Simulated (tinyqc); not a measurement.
# Threshold switch as oscillator and as selector in a crossbar: what changes with what

Off state: I = Ith sinh(V/V0)/sinh(Vth/V0) up to Vth. On state: V = Vh + I Ron down to the holding current Ih, at Vl = Vh + Ih Ron. Switching is instantaneous.

Values chosen for this exercise; values of the order of Ge-Sb-Te and related chalcogenides: threshold voltage Vth = 2.7 V; holding voltage Vh = 1.27 V; on-state resistance Ron = 0.61 kohm; current at threshold Ith = 0.29 uA; voltage scale of the off-state sinh V0 = 0.21 V; holding current Ih = 26 uA; capacitance across the switch C = 42 fF; write current Iw = 150 uA; supply voltage Vs = 3.52 V.

Each table varies one quantity; the others keep the values above.

## Frequency against load

With a load RL from Vs and C across the switch, it oscillates if the load line misses both branches: (Vs - Vl)/Ih < RL < (Vs - Vth)/Ith. Charging without leakage takes RL C ln[(Vs - Vl)/(Vs - Vth)]; discharging takes (RL || Ron) C ln[(Vth - Ve)/(Vl - Ve)], Ve = (Vs Ron + Vh RL)/(Ron + RL). Here the charging time includes the off-state leakage: the integral of C dV/[(Vs - V)/RL - I(V)].

Results:

| RL (kohm) | charging, no leakage (ns) | charging (ns) | discharging (ns) | frequency (MHz) |
|---|---|---|---|---|
| 160 | 6.736 | 6.805 | 0.1345 | 144.1 |
| 310 | 13.05 | 13.32 | 0.1234 | 74.39 |
| 420 | 17.68 | 18.19 | 0.1210 | 54.62 |
| 580 | 24.42 | 25.42 | 0.1193 | 39.16 |
| 790 | 33.26 | 35.21 | 0.1182 | 28.31 |
| 1100 | 46.31 | 50.41 | 0.1173 | 19.79 |
| 1500 | 63.15 | 71.80 | 0.1168 | 13.90 |
| 2100 | 88.40 | 110.5 | 0.1164 | 9.039 |

Estimate the missing row, RL = 220 kohm.

Computed row:

| RL (kohm) | charging, no leakage (ns) | charging (ns) | discharging (ns) | frequency (MHz) |
|---|---|---|---|---|
| 220 | 9.261 | 9.395 | 0.1276 | 105.0 |

With this row back in the table: The frequency falls from 144 to 9.04 MHz, as RL^(-0.99) between the first two rows and RL^(-1.28) between the last two. Leakage lengthens the charging by 1.0 % in the first row and 25 % in the last; the period diverges at RL = 2830 kohm. In every row the discharge is shorter than 0.5 ns, comparable to real switching delays.

## Array size against supply voltage

In an N x N array driven at Vs, the V/2 scheme puts Vs/2 on 2 (N - 1) cells; the V/3 scheme puts Vs/3 on all N^2 - 1 others, N - 1 of them on the selected row. Row leakage is (N - 1) I; wasted power is the number of cells times V I. The largest N keeps the row leakage below a tenth of Iw.

Array size against supply voltage:

| Vs (V) | I at Vs/2 (nA) | largest N, V/2 | largest N, V/3 |
|---|---|---|---|
| 2.84 | 0.6535 | 2.295e4 | 2.187e5 |
| 3.18 | 1.468 | 1.022e4 | 1.275e5 |
| 3.53 | 3.379 | 4441 | 7.312e4 |
| 3.88 | 7.774 | 1930 | 4.196e4 |
| 4.22 | 17.47 | 859.7 | 2.446e4 |
| 4.57 | 40.19 | 374.2 | 1.403e4 |
| 4.92 | 92.48 | 163.2 | 8052 |
| 5.27 | 212.8 | 71.49 | 4620 |

What does the table show?

The half-select current grows a decade every 2 V0 ln 10 = 0.967 V, so the largest N falls from 23000 to 71.5 in the V/2 scheme and from 2.19e5 to 4620 in the V/3 scheme. Vs must stay below 2 Vth = 5.40 V (V/2) or half-selected cells switch.

Range of the model: Delay times, drift of Vth and line resistance are left out.

Numbers from tinyqc (`OMP_NUM_THREADS=1 python tinyqc.py 2490044 2490045 out.jsonl`; about 0.01 s on one thread of a shared Intel Xeon 2.30GHz).
